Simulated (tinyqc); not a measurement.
Global model of a low-pressure process discharge: electron temperature, density, ion flux and ion energy: one step, computed by the program tinyqc.

Maxwellian electrons with temperature T_e in eV, one positive ion, no negative ions, uniform bulk density n; rate constants have the Arrhenius form.

Problem. Biased electrode. All bias power goes to ions: V_b = P_b/(J pi r^2). Debye length at the sheath edge lambda_D = sqrt(eps_0 T_e/(e h_L n)); Child-law sheath s = (sqrt2/3) lambda_D (2 V/T_e)^(3/4), V = V_b + V_s; ion transit time tau_i = 3 s sqrt(M/(2 e V)); collisions in the sheath s/lambda_i.

Inputs (values chosen for the exercise, of the order of those of an inductive discharge in a simple atomic gas): ion mass M = 32 u; gas temperature T_g = 500 K; radius R = 12 cm; height L = 14 cm; bias power P_b = 37 W; radius of the biased electrode = 10 cm; bias frequency = 27 MHz.

ion current density J = 1.854807 mA/cm^2

T_e = 2.007003 eV

h_L = 0.1421252

plasma density n = 3.311217e+11 1/cm^3

wall potential V_s = 9.168024 V

ion mean free path = 0.2082427 cm

Constants: eps_0 = 8.8541878128e-12 F/m; e = 1.602176634e-19 C; u = 1.6605390666e-27 kg.

Give: bias voltage V_b; lambda_D; sheath width s; ion transit time; transit time over bias period; s/lambda_i.

Solution.

bias voltage V_b = 63.50 V

lambda_D = 48.55 micrometre

sheath width s = 0.5681 mm

ion transit time = 81.41 ns

transit time over bias period = 2.198

s/lambda_i = 0.2728

Caution: at so short an ion path the formulas for h_L and h_R give way to the ambipolar-diffusion limit.
